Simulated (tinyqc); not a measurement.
Junctionless gate-all-around wire, depletion approximation: course of the iteration: conducting share at the source by Newton steps.

A uniformly doped n-type wire of radius R under a surrounding gate; long channel. Below flat band a shell from radius rc to R is fully depleted and the neutral core, at channel potential V (0 at the source, Vd at the drain), carries the current with constant mobility; s = (rc/R)^2 is the share of the cross-section that conducts. The edge of the depleted shell is taken as abrupt, so there is no subthreshold current.

With V = 0: f = A (1 - s + s ln s) + B (1 - s) - (Vfb - Vg); f' = A ln s - B; s(new) = s - f/f'.

Stop when s changes by less than 1e-11, or after 30 iterations. s must stay positive.

Parameters, values chosen for the exercise: flat-band voltage Vfb = 0.55 V; gate voltage Vg = 0.02 V.

s at the start = 0.2
A = 0.436222 V
B = 0.335022 V

Course of the iteration:
```
iteration,s,|change|
1,0.148492,0.0515
2,0.151216,2.72e-3
3,0.151226,9.35e-6
4,0.151226,1.09e-10
5,0.151226,< 1e-14
```

Did this iteration meet its convergence test, and what does its course show?

Yes. Converged in 5 iterations. At the end the number of correct digits about doubles with each step.

Program tinyqc, `OMP_NUM_THREADS=1 python tinyqc.py 2460012 2460013 out.jsonl`; Intel Xeon 2.30GHz, shared host, one thread, about 0.01 s.
